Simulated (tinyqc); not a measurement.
# Input admittance of a MOSFET at zero drain bias: distributed channel and distributed gate: effects of single changes

Source and drain grounded, strong inversion, w = 2 pi f, Cox = eps0 eox/tox. The channel is an RC line of resistance 1/(mu Cox Vo) per square fed from both ends, so one finger has the intrinsic admittance y = i w Cox L tanh(g)/g per width, g = (1/2) sqrt(i w tau), tau = L^2/(mu Vo). The vertical resistance rv/L is in series with y, the overlaps 2 i w Cov in parallel: y_t = 1/(1/y + rv/L) + 2 i w Cov. The gate strip is a line of Rsh/L per length loaded by y_t, so a finger has Y = y_t Wf tanh(k)/k, k = (Wf/sd) sqrt(y_t Rsh/L); the device has Nf Y.

Values chosen for this exercise; values of the order met in silicon radio-frequency transistors:
- eox = 7.49 (relative permittivity of the gate insulator (close to silicon nitride))
- tox = 6.7 nm (insulator thickness)
- L = 0.17 um (channel length)
- Wf = 1.1 um (finger width)
- Nf = 1 (number of fingers)
- mu = 130 cm^2/(V s) (channel mobility)
- Vo = 0.24 V (gate overdrive)
- Rsh = 18 ohm/square (sheet resistance of the gate)
- rv = 0 ohm um^2 (vertical resistivity of the gate stack)
- sd = 2 (number of ends at which a finger is contacted)
- Cov = 0.16 fF/um (overlap and fringe capacitance on each side)
- f = 85 GHz (frequency)

Constants: eps0 = 8.8541878128e-14 F/cm where lengths are in cm. Results are converted to the units shown.

Each table varies one quantity; the others keep the values above.

## Input impedance against frequency

Low-frequency limits, with c = Cox L and ct = c + 2 Cov: R_strip = Rsh Wf/(3 sd^2 L Nf), R_ch = (c/ct)^2 L/(12 mu Cox Vo Wf Nf), R_vert = (c/ct)^2 rv/(L Wf Nf), C = ct Wf Nf. Z = 1/(Nf Y) = R + 1/(i w C), Q = |Im Z|/R, far-point signal |1/cosh k|.

The same in every row: low-frequency R (ohm) = 304.1.

Input impedance against frequency:
```
f (GHz)	w tau	|k|	R (ohm)	C (fF)	Q	signal at the far point
0.8	0.04656	0.01796	304.1	2.203	297.0	1.000
2	0.1164	0.02839	304.1	2.203	118.8	1.000
4	0.2328	0.04015	304.1	2.203	59.40	1.000
8	0.4656	0.05675	304.0	2.202	29.72	0.9999
20	1.164	0.08951	303.7	2.197	11.93	0.9997
30	1.746	0.1092	303.2	2.189	7.993	0.9993
70	4.074	0.1623	299.2	2.130	3.567	0.9965
100	5.820	0.1881	294.4	2.062	2.622	0.9938
300	17.46	0.2629	237.4	1.496	1.494	0.9813
```

R falls from 304 to 237 ohm and C falls from 2.20 to 1.50 fF. Q goes as f^(-1.00) between the first two rows and f^(-0.51) between the last two, where w tau = 17.5 and |k| = 0.263. The low-frequency limits hold both R and C within 5 % up to f = 70 GHz among the rows.

## Effect of the channel length

Same model as above.

Effect of the channel length:
```
L (um)	w tau	|k|	R (ohm)	low-frequency R (ohm)	C (fF)	Q	signal at the far point
0.03	0.15406	0.24454	72.045	72.049	0.67855	38.302	0.99952
0.058	0.57584	0.21159	87.061	87.109	0.98265	21.887	0.99915
0.11	2.0712	0.19123	175.22	176.18	1.5346	6.9632	0.99752
0.22	8.2849	0.16170	395.01	417.75	2.4370	1.9451	0.99410
0.42	30.196	0.11147	602.80	892.22	2.5454	1.2203	0.99608
0.8	109.55	0.079836	593.45	1815.1	2.4322	1.2973	0.99806
1.6	438.21	0.056462	592.99	3772.1	2.4349	1.2968	0.99903
3	1540.6	0.041234	592.51	7203.8	2.4349	1.2979	0.99948
```

Read the table: what changes, and by how much?

As L goes from 0.03 to 3, R goes from 72.0 through a maximum of 603 (at L = 0.42 among the rows listed) to 593 ohm, C moves up and down between 0.679 and 2.55 fF and Q goes from 38.3 through a minimum of 1.22 (at L = 0.42 among the rows listed) to 1.30.

Program tinyqc, `OMP_NUM_THREADS=1 python tinyqc.py 2262230 2262231 out.jsonl`; Intel Xeon 2.30GHz, shared host, one thread, about 0.01 s.
